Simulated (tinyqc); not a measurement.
The 3-omega method: a line heater on a substrate with a thin film: one step, computed by the program tinyqc.

A current at angular frequency omega = 2 pi f heats the line at 2 omega with the amplitude P per length; the temperature swing Delta T at 2 omega gives a voltage at 3 omega. The substrate is taken as semi-infinite and isotropic, and the heat capacity of heater and film is left out.

Task: Penetration depth. D = kappa/C; q = sqrt(2 i omega/D); penetration depth 1/|q| = sqrt(D/(2 omega)).

Inputs (values chosen for the exercise, modelled on a silicon-germanium alloy on gallium nitride):
```
quantity                      value           unit
substrate conductivity kappa    197        W/(m K)
substrate heat capacity C       2.9  1e6 J/(m^3 K)
heater half-width b              23     micrometre
current frequency f            1700             Hz
substrate thickness d_s         500     micrometre
```

Give: diffusivity D; penetration depth; |q| b; penetration depth / d_s.

Result:

diffusivity D = 67.931 mm^2/s

penetration depth = 56.390 micrometre

|q| b = 0.40787

penetration depth / d_s = 0.11278
